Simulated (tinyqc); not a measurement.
## Doping and flat-band voltage from the body effect

Problem. VT = Vfb + 2 phiF + gamma sqrt(2 phiF + Vsb), phiF = Vt ln(Na/ni), gamma = sqrt(2 q eps0 eps_r Na)/Cox, Cox = eps0 eox/tox. Find Na, gamma and Vfb from two thresholds.

Values chosen for this exercise; material values close to those of silicon: temperature T = 300 K; relative permittivity of the semiconductor eps_r = 11.6; relative permittivity of the gate insulator eox = 25.1; insulator thickness tox = 39 nm.

Constants: q = 1.602176634e-19 C, kB = 1.380649e-23 J/K, Vt = kB T/q, eps0 = 8.8541878128e-14 F/cm where lengths are in cm. Results are converted to the units shown.

VT at Vsb = 0 and 0.9 V (V): [0.83198579, 1.0480845]
ni = 7.2393484e9 cm^-3

Solution. The difference of the thresholds, gamma [sqrt(2 phiF + Vsb) - sqrt(2 phiF)], holds no Vfb and rises with Na, so it has one root; Vfb then follows from the first threshold.

Na = 3.000e17 cm^-3
gamma = 0.5514 V^0.5
Vfb = -0.6000 V

Numbers from tinyqc (`OMP_NUM_THREADS=1 python tinyqc.py 2360163 2360164 out.jsonl`; about 0.06 s on one thread of a shared Intel Xeon 2.30GHz).
